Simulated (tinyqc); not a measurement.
Fermi level and growth conditions: formation energy of a charged point defect from supercell energies. Computed by tinyqc, a small Python program. Command: `OMP_NUM_THREADS=1 python tinyqc.py 3003853 3003854 out.jsonl formation walk`. One thread of a shared host (Intel(R) Xeon(R) Processor @ 2.30GHz), about 0.01 s of CPU time with the checks.

The host is a compound AB. Making the defect adds n_A = -1, n_B = 0, n_X = 1 atoms to the cell. All total energies are inputs. E_F is counted from the valence-band maximum (VBM); x = 0 is A-rich and x = 1 B-rich growth.

Inputs (values chosen for the exercise, for a model compound AB):
```
quantity,value,unit
gap E_g,3.31,eV
E_VBM of the host cell,3.367,eV
potential alignment dV,-0.023,eV
dielectric constant eps,10,-
cell length L,15.7,angstrom
mu_A of the pure element,-5.804,eV
formation enthalpy dH of AB,-2.6,eV
growth condition x,0.29,-
mu_X of the pure element,-5.734,eV
formation enthalpy of XB,-2.3,eV
```

Defect: impurity X on an A site. Supercell lattice: sc.

charge states q: [0, -1, -2, -3]

E(defect, q) - E(host), in the order of q (eV): [5.521, 9.704, 13.107, 17.919]

Constants: e^2/(4 pi eps_0) = 14.39964548 eV angstrom.

Method:
- dmu_A = x dH and dmu_B = (1 - x) dH, so that dmu_A + dmu_B = dH; mu = mu(element) + dmu. The impurity is held at its solubility limit: dmu_X = min(0, dH(XB) - dmu_B).
- The reservoir term is sum n_i mu_i.
- Image-charge correction of a point charge in a neutralising background: E_corr = q^2 alpha e^2/(4 pi eps_0) / (2 eps L), alpha = 2.837297 for a sc array with L the cube root of the volume.
- E_f(q, E_F) = [E(defect, q) - E(host)] - sum n_i mu_i + q (E_VBM + dV + E_F) + E_corr(q).
- Each entry is the lowest E_f over q.

E_f(q, 0) (eV): (q=0) 5.15100, (q=-1) 6.12011, (q=-2) 6.56946, (q=-3) 8.68803

sum n_i mu_i = 0.37 eV

Lowest formation energy (eV):
```
E_F (eV),stable q,"A-rich, x = 0",x = 0.5,"B-rich, x = 1"
0.000,0,5.4510,5.1510,5.1510
0.414,0,5.4510,5.1510,5.1510
0.828,-2,5.2135,4.9135,4.9135
1.241,-2,4.3875,4.0875,4.0875
1.655,-2,3.5595,3.2595,3.2595
2.069,-2,2.7315,2.4315,2.4315
2.482,-3,1.5420,1.2420,1.2420
2.896,-3,0.3000,0.0000,0.0000
3.310,-3,-0.9420,-1.2420,-1.2420
```

What follows from these numbers?

Going from A-rich to B-rich growth shifts every line by -0.300 eV and moves no transition level. The slope of the envelope is the stable charge, so E_f is highest in the rows from E_F = 0 to 0.414 eV, where the neutral state is stable: the defect forms most easily in n-type material. Under A-rich growth E_f turns negative for part of the gap, so in equilibrium E_F cannot enter that part. Under B-rich growth E_f turns negative for part of the gap, so in equilibrium E_F cannot enter that part. Caution: the largest image-charge correction in these energies, q^2 alpha e^2/(8 pi eps_0 eps L) with alpha = 2.837297, exceeds a quarter of the gap; the point-charge term alone is then a rough estimate, usually too large for a charge that is spread out.

Extremes, crossings and ranges named in words are read from the listed rows.
